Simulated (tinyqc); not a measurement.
# Interdiffusion of a quantum well during annealing: blurred potential and shift of the confined levels, step by step

A worked calculation. Computed by tinyqc, a small Python program that keeps every step. Command: `OMP_NUM_THREADS=1 python tinyqc.py 3012161 3012162 out.jsonl qwi walk`. One thread of a shared host (Intel(R) Xeon(R) Processor @ 2.30GHz), about 0.07 s of CPU time with the checks. Intermediate numbers are printed to about 6 digits and carried at full precision; extremes and crossings named in words are read from the listed rows.

A square well of width w is blurred by Fick diffusion with a constant coefficient; band offsets are linear in composition, masses are uniform, and strain and excitons are ignored.

Inputs (values chosen for the exercise, modelled on InGaAs in GaAs):

| quantity | value | unit |
|---|---|---|
| well width w | 6.1 | nm |
| electron mass m_e | 0.057 | m_0 |
| hole mass m_h | 0.349 | m_0 |
| conduction offset V_c | 0.11 | eV |
| valence offset V_v | 0.078 | eV |
| prefactor D0 | 6.2 | cm^2/s |
| activation energy E | 3.47 | eV |
| anneal temperature T | 790 | C |
| anneal time t | 150 | s |

Constants: k_B = 8.617333262e-05 eV/K; hbar^2/(2 m_0) = 3.80998212 eV angstrom^2.

## Diffusion length

D = D0 exp(-E/(k_B T)); L = sqrt(D t); share of well material at the centre erf(w/(4L)); 1 nm = 1e-7 cm. Temperatures in kelvin are T(C) + 273.15.

diffusivity D = 2.20360e-16 cm^2/s

diffusion length L = 1.81807 nm

ratio L/w = 0.298045

share at the centre = 0.764473

## Levels before the anneal

Square well, ground state: take the lowest root of k tan(k w/2) = kappa, k^2 = E/c, kappa^2 = (V - E)/c, c = hbar^2/(2m) with hbar^2/(2 m_0) in eV angstrom^2.

electron level before the anneal = 49.8131 meV

hole level before the anneal = 14.7465 meV

Caution: the well mass is used in the barriers too; a heavier barrier mass would lower these levels.

## Levels after the anneal

With L = sqrt(D t) and the share at the centre erf(w/(4L)). After the anneal: V(z) = V {1 - (1/2)[erf((w/2 - z)/(2L)) + erf((w/2 + z)/(2L))]}, energies counted from the original well bottom. Finite differences on 3000 points over |z| < w/2 + 6L + 25 nm; shifts are taken against the same grid with cell-averaged square steps. Rise of the bottom = V (1 - share at the centre). Overlap = |<electron|hole>|^2.

shift of the electron level = 16.146 meV

shift of the hole level = 19.243 meV

blue shift of the transition = 35.388 meV

rise of the gap at the centre = 44.2791 meV

overlap = 0.8881

The centre has taken up barrier material, which carries much of the shift.

## Shift against diffusion length

First-order estimate for small L: the shift is 2 L^2 V |d(psi^2)/dz| at an edge, with psi the normalised square-well state: psi^2 = cos^2(k z)/(w/2 + 1/kappa) inside, so |d(psi^2)/dz| = k sin(k w)/(w/2 + 1/kappa).

Shifts (meV):

| L/w | L (nm) | share at the centre | electron | hole | sum | first-order sum |
|---|---|---|---|---|---|---|
| 0.02 | 0.122 | 1 | 0.135 | 0.145 | 0.279 | 0.292576 |
| 0.04 | 0.244 | 1 | 0.519 | 0.552 | 1.072 | 1.17030 |
| 0.07 | 0.427 | 1.000000 | 1.506 | 1.599 | 3.105 | 3.58405 |
| 0.1 | 0.61 | 0.999593 | 2.908 | 3.124 | 6.031 | 7.31439 |
| 0.15 | 0.915 | 0.981578 | 5.915 | 6.594 | 12.509 | 16.4574 |
| 0.2 | 1.22 | 0.922900 | 9.381 | 10.831 | 20.212 | 29.2576 |
| 0.3 | 1.83 | 0.761407 | 16.272 | 19.398 | 35.67 | 65.8295 |
| 0.45 | 2.745 | 0.567942 | 24.557 | 29.267 | 53.824 | 148.116 |
| 0.7 | 4.27 | 0.386495 | 33.423 | 39.025 | 72.448 | 358.405 |
| 1 | 6.1 | 0.276326 | 39.608 | 45.328 | 84.936 | 731.439 |

The sum grows as L^1.94 between the first rows (L^2, linear in time, in first order) and as L^0.45 between the last, as it bends towards the limit V_c + V_v less the original levels, 123.4 meV. The first-order form is off by +5 % in the first row and +21 % at L/w = 0.1; it needs L well below the decay length 1/kappa. At L/w = 0.2 the hole level has moved by the larger share of its offset (13.9 % for the hole, 8.5 % for the electron).

Checks made by the program: finite differences against the square-well equation (relative difference 6e-06).
